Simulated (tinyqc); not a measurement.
# Quantum limit of the contact resistance of a two-dimensional channel: what changes with what

Parabolic band with gv valleys, C = hbar^2/(2 m0), eta = (EF - Ec)/(kB T). Landauer picture: each mode conducts 2 q^2/h, and the contacts and the channel add incoherently in series, 1/Tt - 1 = 2 (1/tc - 1) + L/lam for the total transmission Tt.

Inputs (values chosen for the exercise):
```
symbol,value,unit,meaning
T,77,K,temperature
m,0.55,m0,mass
gv,2,,valleys
n,3.6e13,cm^-2,carrier density
tc,1,,transmission of each contact
lam,30,nm,back-scattering length of the channel
```

Constants: q = 1.602176634e-19 C, kB = 1.380649e-23 J/K, hbar = 1.054571817e-34 J s, h = 6.62607015e-34 J s, m0 = 9.1093837015e-31 kg, Vt = kB T/q, hbar^2/(2 m0) = 0.0380998212 eV nm^2. Results are converted to the units shown.

Each table varies one quantity; the others keep the values above.

## Quantum limit against density

n = N ln(1 + exp(eta)), N = gv m kB T/(2 pi C); modes per width M = gv sqrt(m kB T/C) Fm(eta)/(2 sqrt(pi)), Fm(x) = (1/sqrt(pi)) int_0^infinity u^(-1/2)/(1 + exp(u - x)) du; at zero temperature M0 = gv kF/pi, kF = sqrt(2 pi n/gv). kB T in eV. RQ = (h/2q^2)/M for the whole device, R = RQ/Tt; the part of one contact is Rc = RQ (1/tc - 1/2) and the channel adds RQ L/lam.

Result of one run:

| n (cm^-2) | eta | M (1/um) | M0 (1/um) | RQ/2 (ohm um) |
|---|---|---|---|---|
| 1.2e13 | 3.916 | 377.1 | 390.9 | 17.11 |

What becomes of these results when the carrier density n is changed from 1.2e13 to 3.4e11 cm^-2, all else the same?

Result of the changed run:

| n (cm^-2) | eta | M (1/um) | M0 (1/um) | RQ/2 (ohm um) |
|---|---|---|---|---|
| 3.4e11 | -2.137 | 19.03 | 65.80 | 339.1 |

The whole series:

| n (cm^-2) | eta | M (1/um) | M0 (1/um) | RQ/2 (ohm um) |
|---|---|---|---|---|
| 1.4e11 | -3.058 | 7.942 | 42.22 | 812.5 |
| 3.4e11 | -2.137 | 19.03 | 65.80 | 339.1 |
| 8.3e11 | -1.162 | 44.98 | 102.8 | 143.5 |
| 2e12 | -0.07581 | 100.7 | 159.6 | 64.11 |
| 5e12 | 1.424 | 212.3 | 252.3 | 30.39 |
| 1.2e13 | 3.916 | 377.1 | 390.9 | 17.11 |
| 3e13 | 9.839 | 615.3 | 618.0 | 10.49 |
| 7.3e13 | 23.94 | 963.4 | 964.1 | 6.698 |

The limit for one contact, RQ/2, falls from 813 to 6.70 ohm um, as n^(-0.98) between the first two rows (eta = -3.1) and n^(-0.50) between the last two (eta = 24); the non-degenerate power is -1 and the degenerate one -1/2. M0 is 5.32 times M in the first row and 0.072 % above it in the last.

## Total resistance against length

Same model as above.

kB T in eV.

Total resistance against length:

| L (nm) | R (ohm um) | share of the contacts (%) |
|---|---|---|
| 2.4 | 20.65 | 92.59 |
| 5.4 | 22.56 | 84.75 |
| 12 | 26.77 | 71.43 |
| 27 | 36.33 | 52.63 |
| 59 | 56.73 | 33.71 |
| 130 | 102.0 | 18.75 |
| 290 | 204.0 | 9.375 |
| 650 | 433.4 | 4.412 |

What does the comparison show?

R is a straight line in L with intercept 2 Rc = 19.1 ohm um; the share of the contacts falls from 92.6 to 4.41 % and is one half at L = lam (2/tc - 1) = 30.0 nm.

Numbers from tinyqc (`OMP_NUM_THREADS=1 python tinyqc.py 2760027 2760028 out.jsonl`; about 0.01 s on one thread of a shared Intel Xeon 2.30GHz).
